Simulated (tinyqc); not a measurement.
Worked calculation: tight binding, honeycomb lattice. One step of it, computed by the program tinyqc.

Task: Levels at k. Diagonalise the Hermitian matrix.

H(k) at k (eV):
```
                     A                    B
A            -0.225182  -2.169533+1.961694i
B  -2.169533-1.961694i             0.223422
```

Give: eigenvalues; weights |c|^2 of the basis functions.

Result:

eigenvalues (eV): -2.934  2.933

weights |c|^2 of the basis functions:
```
   band 1  band 2
A   0.538   0.462
B   0.462   0.538
```
